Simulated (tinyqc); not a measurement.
Which input was changed? Model: donor or exciton in a quantum well (variational effective-mass method). Computed by tinyqc, a small Python program. Command: `OMP_NUM_THREADS=1 python tinyqc.py 3013474 3013475 out.jsonl welldonor which`. One thread of a shared host (Intel(R) Xeon(R) Processor @ 2.30GHz), about 0.3 s of CPU time with the checks.

H = -nabla^2 - 2/|r - r_i| + V(z) in effective units; trial function psi = f(z) exp(-|r - r_i|/lambda), f the ground state of the well. Mass and screening are the same in well and barrier; l = L/a* is the width in effective units. Bands are flat: no polarisation or applied field.

Inputs (values chosen for the exercise, modelled on InAs):
```
quantity                               value  unit
electron mass m                       0.0268   m_0
dielectric constant eps                 14.7     -
well width L                              54    nm
donor position z_i/L from the centre       0     -
```

Centre: donor. Barriers: infinite.

Constants: Ry = 13.605693123 eV; a_0 = 0.529177210903 angstrom.

Method:
- Ry* = Ry m/eps^2, a* = a_0 eps/m; l = L/a*.
- k = pi/l; f = cos(k z) inside and zero outside; subband energy k^2 Ry*.
- Binding E_b(lambda) = -1/lambda^2 + 4 A/(lambda B), with A = int f^2 exp(-2 s/lambda) dz, B = int f^2 exp(-2 s/lambda)(1 + 2 s/lambda) dz and s = |z - z_i|; 40 Gauss-Legendre points on each piece between the walls at z = -l/2 and l/2 and z_i.
- Golden-section search for the maximum over lambda from 0.3 to 4, 40 steps.

Task: One of these inputs alone was changed, within the range given: electron mass m (0.0134 to 0.0536); dielectric constant eps (7.35 to 29.4); well width L (27 to 108). Which one, and to what value?

Results:
```
run     binding in Ry*  binding energy (meV)  radius lambda a* (nm)
before        1.814991              3.062635               27.02041
after         1.904090              3.212981               26.27219
```

Result:

Each candidate set to reproduce binding in Ry*, and what it then gives:
```
candidate                  range searched  value needed  binding energy (meV)  radius lambda a* (nm)
electron mass m (m_0)    0.0134 to 0.0536       0.02347                2.8143                 29.994
dielectric constant eps      7.35 to 29.4         16.78                2.4651                 29.994
well width L (nm)               27 to 108         47.30                3.2130                 26.272
```

Only well width L fits every result: it went from 54 to 47.3 nm. The next best candidate, electron mass m, misses one result by 14 %.
